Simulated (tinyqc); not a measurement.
Free and trapped electrons in a MOS channel with a dense trap tail: one step of the calculation.

p-type body, charge-sheet picture, full ionisation (an idealisation for deep acceptors), Boltzmann statistics for free electrons. e = Ec - EF at the surface. Acceptor-like traps of density D(E) = D0 + De exp(-E/Ew) at depth E below Ec, from 0 to Eu, hold n_t = integral of D(E)/(1 + exp((e - E)/Vt)). psi = Eg - Vt ln(Nv/Na) - e; N_dep = sqrt(2 eps0 eps_r Na (psi - Vt)/q); n_f = sqrt(N_dep^2 + 2 eps0 eps_r Vt Nc exp(-e/Vt)/q) - N_dep; Vg = Vfb + psi + q (N_dep + n_t + n_f)/Cox, Cox = eps0 eox/tox.

Task. Charges and gate voltage. psi, N_dep, n_f and Vg as defined, with the n_t given; free share n_f/(n_f + n_t); apparent mobility mf n_f/(n_f + n_t); gate voltage spent on traps q n_t/Cox.

Inputs (values chosen for the exercise); band and dielectric values close to those of 4H silicon carbide: temperature T = 300 K; band gap Eg = 3.26 eV; relative permittivity eps_r = 9.71; conduction-band density of states at T Nc = 1.69e19 cm^-3; valence-band density of states at T Nv = 2.5e19 cm^-3; relative permittivity of the insulator eox = 3.9; insulator thickness tox = 68 nm; acceptor density Na = 1.8e17 cm^-3; flat-band voltage without trapped charge Vfb = -2.48 V; mobility of free electrons mf = 110 cm^2/(V s); Ec - EF at the surface e = 0.112 eV.

Constants: q = 1.602176634e-19 C, kB = 1.380649e-23 J/K, Vt = kB T/q, eps0 = 8.8541878128e-14 F/cm where lengths are in cm. Results are converted to the units shown.

n_t = 6.6505298e11 cm^-2

Give: psi; N_dep; n_f; Vg; free share; apparent mobility; gate voltage spent on traps.

Result.

psi = 3.020 V
N_dep = 2.405e12 cm^-2
n_f = 1.277e10 cm^-2
Vg = 10.27 V
free share = 1.884 %
apparent mobility = 2.073 cm^2/(V s)
gate voltage spent on traps = 2.098 V

Computed by the program tinyqc: `OMP_NUM_THREADS=1 python tinyqc.py 2222099 2222100 out.jsonl`, one thread of a shared Intel Xeon 2.30GHz, about 0.02 s for the whole run.
